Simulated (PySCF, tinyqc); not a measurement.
RHF in the sto-3g basis, for H6, spin multiplicity 1, step by step. This run ends on a higher stationary point, not on the lowest solution. The lowest restricted solution is unstable here: a spin-polarised one lies 0.1475 hartree lower (PySCF). One step of it, computed by the program tinyqc.

Question. Iteration 3: diagonalisation and new density. A level shift of 1 hartree raises the virtual space: F + shift (S - S D(s) S), with D(s) the density of one spin (D/2). Diagonalise F' = X^T F X, C = X C', fill 3 alpha and 3 beta electrons from the bottom; D = 2 C_occ C_occ^T; the new density keeps 0.5 of the old one (damping). Each column has its largest component positive (the first on a tie).

Fock matrix F (hartree), order 1H 1s, 2H 1s, 3H 1s, 4H 1s, 5H 1s, 6H 1s:
$$\begin{pmatrix}
-0.185834 & -0.293661 & -0.038195 & -0.022862 & 0.006556 & -0.001751 \\
-0.293661 & -0.155427 & -0.157641 & -0.022437 & 0.009173 & -0.001413 \\
-0.038195 & -0.157641 & -0.045362 & -0.005228 & -0.012112 & -0.007898 \\
-0.022862 & -0.022437 & -0.005228 & -0.071166 & -0.090874 & -0.038771 \\
0.006556 & 0.009173 & -0.012112 & -0.090874 & -0.132878 & -0.279420 \\
-0.001751 & -0.001413 & -0.007898 & -0.038771 & -0.279420 & -0.087331
\end{pmatrix}$$

X, order 1H 1s, 2H 1s, 3H 1s, 4H 1s, 5H 1s, 6H 1s:
$$\begin{pmatrix}
1.026408 & -0.136174 & 0.012849 & -0.001991 & 0.000218 & -0.000036 \\
-0.136174 & 1.038551 & -0.093099 & 0.013048 & -0.001345 & 0.000218 \\
0.012849 & -0.093099 & 1.038823 & -0.137986 & 0.013048 & -0.001991 \\
-0.001991 & 0.013048 & -0.137986 & 1.038823 & -0.093099 & 0.012849 \\
0.000218 & -0.001345 & 0.013048 & -0.093099 & 1.038551 & -0.136174 \\
-0.000036 & 0.000218 & -0.001991 & 0.012849 & -0.136174 & 1.026408
\end{pmatrix}$$

D after iteration 2, order 1H 1s, 2H 1s, 3H 1s, 4H 1s, 5H 1s, 6H 1s:
$$\begin{pmatrix}
0.573918 & 0.680450 & -0.036181 & 0.363816 & -0.209860 & 0.105104 \\
0.680450 & 0.860478 & 0.184827 & 0.235651 & -0.238901 & 0.073020 \\
-0.036181 & 0.184827 & 1.492162 & -1.278571 & 0.346008 & -0.012778 \\
0.363816 & 0.235651 & -1.278571 & 1.314982 & -0.323999 & 0.243484 \\
-0.209860 & -0.238901 & 0.346008 & -0.323999 & 0.530228 & 0.613796 \\
0.105104 & 0.073020 & -0.012778 & 0.243484 & 0.613796 & 1.250856
\end{pmatrix}$$

overlap S, order 1H 1s, 2H 1s, 3H 1s, 4H 1s, 5H 1s, 6H 1s:
$$\begin{pmatrix}
1.000000 & 0.257154 & 0.010135 & 0.000214 & 0.000000 & 0.000000 \\
0.257154 & 1.000000 & 0.171363 & 0.010113 & 0.000094 & 0.000000 \\
0.010135 & 0.171363 & 1.000000 & 0.256786 & 0.010113 & 0.000214 \\
0.000214 & 0.010113 & 0.256786 & 1.000000 & 0.171363 & 0.010135 \\
0.000000 & 0.000094 & 0.010113 & 0.171363 & 1.000000 & 0.257154 \\
0.000000 & 0.000000 & 0.000214 & 0.010135 & 0.257154 & 1.000000
\end{pmatrix}$$

Give: F' = X^T F X; orbital energies; coefficients C; D after iteration 3.

Answer.

F' = X^T F X (hartree):
$$\begin{pmatrix}
0.5059 & -0.7015 & -0.0449 & -0.2049 & 0.1017 & -0.0435 \\
-0.7015 & 0.4077 & -0.3554 & -0.0944 & 0.1114 & -0.0286 \\
-0.0449 & -0.3554 & 0.3832 & 0.4389 & -0.0943 & -0.0371 \\
-0.2049 & -0.0944 & 0.4389 & 0.4719 & -0.0330 & -0.1332 \\
0.1017 & 0.1114 & -0.0943 & -0.0330 & 0.6220 & -0.6997 \\
-0.0435 & -0.0286 & -0.0371 & -0.1332 & -0.6997 & 0.2846
\end{pmatrix}$$

orbital energies (hartree): MO1 -0.3775, MO2 -0.2861, MO3 -0.0407, MO4 0.9604, MO5 1.1887, MO6 1.2306

coefficients C, order 1H 1s, 2H 1s, 3H 1s, 4H 1s, 5H 1s, 6H 1s:
$$\begin{pmatrix}
0.5268 & 0.0802 & 0.2450 & -0.3935 & 0.4286 & -0.6242 \\
0.6247 & 0.0742 & 0.0648 & 0.0322 & -0.3138 & 0.7788 \\
0.2658 & 0.0622 & -0.8007 & 0.4801 & 0.0794 & -0.3934 \\
0.0214 & 0.1014 & 0.8091 & 0.6551 & -0.0614 & -0.0942 \\
-0.1556 & 0.4958 & -0.1885 & -0.0063 & 0.7964 & 0.4076 \\
-0.0513 & 0.7191 & 0.0186 & -0.1756 & -0.6623 & -0.2873
\end{pmatrix}$$

D after iteration 3, order 1H 1s, 2H 1s, 3H 1s, 4H 1s, 5H 1s, 6H 1s:
$$\begin{pmatrix}
0.6309 & 0.6911 & -0.0693 & 0.3996 & -0.1933 & 0.0878 \\
0.6911 & 0.8302 & 0.2112 & 0.1911 & -0.1920 & 0.0590 \\
-0.0693 & 0.2112 & 1.4617 & -1.2751 & 0.3135 & 0.0098 \\
0.3996 & 0.1911 & -1.2751 & 1.3229 & -0.2676 & 0.2086 \\
-0.1933 & -0.1920 & 0.3135 & -0.2676 & 0.5707 & 0.6679 \\
0.0878 & 0.0590 & 0.0098 & 0.2086 & 0.6679 & 1.1456
\end{pmatrix}$$
